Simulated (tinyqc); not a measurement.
The basis set: RHF and MP2 along a ladder of basis sets, for H4, spin multiplicity 1. Computed by the program tinyqc with PySCF. Same geometry throughout; the dipole is taken about the origin.

Geometry (angstrom):
```
atom,x,y,z
H,0.0000,0.0000,0.0000
H,0.0000,0.0000,0.7070
H,0.0000,0.0000,1.6970
H,0.0000,0.0000,2.4040
```

RHF and frozen-core MP2 in a ladder of bases:
```
basis,functions,E(RHF) (hartree),E(MP2 corr) (hartree),HOMO (eV),LUMO (eV),dipole (debye)
sto-3g,4,-2.17669,-0.02545,-13.243,14.536,0.000
3-21g,8,-2.19720,-0.03545,-13.607,6.956,0.000
6-31g,8,-2.20505,-0.03546,-13.690,6.440,0.000
6-31g**,20,-2.21157,-0.05752,-13.708,6.437,0.000
cc-pvdz,20,-2.20397,-0.05793,-13.651,5.494,0.000
aug-cc-pvdz,36,-2.20481,-0.06059,-13.676,1.373,0.000
cc-pvtz,56,-2.21454,-0.06990,-13.711,4.617,0.000
```

What does the comparison show, and why?

From cc-pVDZ to cc-pVTZ the RHF energy falls by 10.6 mhartree and the correlation energy by 12.0. If valence correlation converges as X^-3, (27 E(T) - 8 E(D))/19 gives -0.0749 hartree, a rough estimate from such small X that usually falls short; STO-3G holds about 34 % of it. Beyond STO-3G the LUMO moves by 5.6 eV and the HOMO by 0.1 eV; diffuse functions lower the positive LUMO sharply, since an unbound virtual level tracks the most diffuse function.
